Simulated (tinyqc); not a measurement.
Inside a calculation. Model: off-state leakage of single and stacked transistors.

Program tinyqc, `OMP_NUM_THREADS=1 python tinyqc.py 2242105 2242106 out.jsonl`; Intel Xeon 2.30GHz, shared host, one thread, about 0.03 s. Printed values are rounded.

n-channel devices of unit width. Subthreshold current I(Vg, Vs, Vd) = I0 (T/300 K)^0.5 exp[(Vg - Vs - VT(T) - gb (Vs - Vb) + dd (Vd - Vs))/(nf Vt)] (1 - exp(-(Vd - Vs)/Vt)), VT(T) = VT - cT (T - 300 K). Gate-edge tunnelling Ig (Vd/1 V) exp(ag (Vd - 1 V)), for a gate at 0 V, and band-to-band leakage Ab u exp(-Bb/u), u = Vd - Vb + 1 V, flow at a drain held at V; both are taken as independent of T. In a stack of off transistors (all gates at 0 V) the same subthreshold current passes through each.

Parameters, values chosen for the exercise; values of the order met in bulk silicon logic transistors: temperature T = 378 K; supply voltage V = 0.7 V; threshold at 300 K, zero drain and body bias VT = 0.44 V; fall of the threshold with temperature cT = 1 mV/K; current at threshold at 300 K I0 = 0.12 uA/um; slope factor nf = 1.39; drain-induced lowering per volt dd = 0.15; rise of the threshold per volt of source-body bias gb = 0.13; gate-edge tunnelling current at 1 V Ig = 1e-5 uA/um; exponential slope of the gate current ag = 5.2 1/V; prefactor of band-to-band leakage at the drain Ab = 100 uA/(um V); its exponential voltage Bb = 19 V; body voltage Vb = 0 V.

Constants: q = 1.602176634e-19 C, kB = 1.380649e-23 J/K, Vt = kB T/q. Results are converted to the units shown.

## Leakage of one transistor

Vg = Vs = 0, Vd = V; effective threshold VT(T) - gb Vb - dd V.

effective threshold = 0.257 V
parts (nA/um): subthreshold 0.461580, gate edge 0.00147095, band-to-band 2.37996
total = 2.84301 nA/um
shares (%): subthreshold 16.2356, gate edge 0.0517393, band-to-band 83.7126

The band-to-band part is the largest.

## Starting value

Vx = dd V/(1 + gb + 2 dd), the solution for Vx well above Vt, rounded to three decimals.

Vx at the start = 0.073 V

## Iteration 1: new Vx

Stack of two, Vx the node between them: I_low = I(0, 0, Vx), I_up = I(0, Vx, V), f = ln(I_up/I_low), f' = -(1 + gb + 2 dd)/(nf Vt) - 1/(Vt (exp(Vx/Vt) - 1)) - 1/(Vt (exp((V - Vx)/Vt) - 1)), Vx(new) = Vx - f/f'.

I_low = 0.0516773 nA/um
I_up = 0.0586111 nA/um
f = 0.125906
f' = -35.2364 1/V
Vx after iteration 1 = 0.0765732 V

## Iteration 2: new Vx

As before.

I_low = 0.0529391 nA/um
I_up = 0.0529797 nA/um
f = 7.66281e-4
f' = -34.8169 1/V
Vx after iteration 2 = 0.0765952 V

## Course of the iteration

Stop when the step is below 1e-11 V, or after 40 iterations.

Course of the iteration:
```
iteration  Vx before the step (V)  step (V)
1                           0.073   3.57e-3
2                       0.0765732   2.20e-5
3                       0.0765952  7.63e-10
4                       0.0765952   < 1e-15
```

Converged in 4 iterations. The subthreshold current of the stack is 0.05295 nA/um, 8.72 times less than that of one transistor (the drain leakage is unchanged); the estimate exp[dd V (1 + gb + dd)/((1 + gb + 2 dd) nf Vt)] gives 7.97.
